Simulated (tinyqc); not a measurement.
Printed widths: electron-beam lithography: double-Gaussian proximity function, edge placement and dose correction for parallel lines. Computed by tinyqc, a small Python program. Command: `OMP_NUM_THREADS=1 python tinyqc.py 3113469 3113470 out.jsonl proximity walk`. One thread of a shared host (Intel(R) Xeon(R) Processor @ 2.30GHz), about 0.01 s of CPU time with the checks.

Lines are infinitely long. Absorbed energy is counted so that the middle of a very large area written at dose 1 receives 1; the resist develops where it exceeds 1/2.

Inputs (values chosen for the exercise, of the order of those for 10 keV electrons in resist on silicon): forward range alpha = 0.011 micrometre; backscatter range beta = 1.1 micrometre; backscatter ratio eta = 1.

line widths (micrometre): 1.5  0.21  0.04  0.42

gaps between the lines (micrometre): 0.15  0.35  0.9

Method:
- The first line starts at x = 0; each next one starts after the width and the gap.
- f(r) = [exp(-r^2/alpha^2)/alpha^2 + eta exp(-r^2/beta^2)/beta^2]/(pi (1 + eta)). A line from a to b at dose d gives E(x) = d [S(alpha) + eta S(beta)]/(1 + eta), S(s) = [erf((b - x)/s) - erf((a - x)/s)]/2.
- M_ij is the mean of E at the two edges of line i from line j at dose 1.
- Uncorrected edge energies are M 1. Solve M d = 1/2 for the doses d that put the mean edge energy of every line at the threshold.
- Edges are the roots of E(x) = 1/2 between a line centre and the middle of the next gap. Three cases: dose 1 everywhere; one common dose equal to the mean of d; the corrected doses.

Lines (micrometre):
```
line  left edge  right edge  centre
1          0.00        1.50   0.750
2          1.65        1.86   1.755
3          2.21        2.25   2.230
4          3.15        3.57   3.360
```

corrected doses: 1 0.95390, 2 0.98640, 3 1.23687, 4 1.37037

Width error, printed less drawn (nm):
```
line  drawn width (nm)   dose 1  mean dose  corrected
1                 1500    1.633     6.5352   0.003723
2                  210    0.429     5.2478   0.007943
3                   40   -5.672    -0.8536   0.000343
4                  420  -11.109    -5.6572   0.000570
```

With the common mean dose the errors span 12.2 nm. With corrected doses the largest error is below 0.01 nm.

Extremes, crossings and ranges named in words are read from the listed rows.
